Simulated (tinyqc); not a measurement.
Equilibrium and kinetic segregation of a solute to boundaries and growing surfaces: one step, computed by the program tinyqc. Command: `OMP_NUM_THREADS=1 python tinyqc.py 3031372 3031373 out.jsonl segreg walk`. One thread of a shared host (Intel(R) Xeon(R) Processor @ 2.30GHz), about 0.01 s of CPU time with the checks.

Problem. Boundary energy. Gibbs adsorption for this isotherm in a dilute matrix: gamma = gamma_0 + Gam_0 [k_B T ln(1 - theta)], Gam_0 = delta/Omega sites per area.

Inputs (values chosen for the exercise, modelled on a solute in a copper line):

| quantity | value | unit |
|---|---|---|
| temperature T | 925 | K |
| boundary thickness delta | 0.47 | nm |
| atomic volume Omega | 11.81 | angstrom^3 |
| clean boundary energy gamma_0 | 0.56 | J/m^2 |

Isotherm: Langmuir-McLean.

coverage theta = 0.1350536

Constants: 1 eV/angstrom^2 = 16.02176634 J/m^2; k_B = 8.617333262e-05 eV/K.

Give: Gam_0; boundary energy gamma.

Solution.

Gam_0 = 39.797 1/nm^2

boundary energy gamma = 0.48626 J/m^2

Segregation lowers gamma by 13 %, and the driving force of grain growth with it.
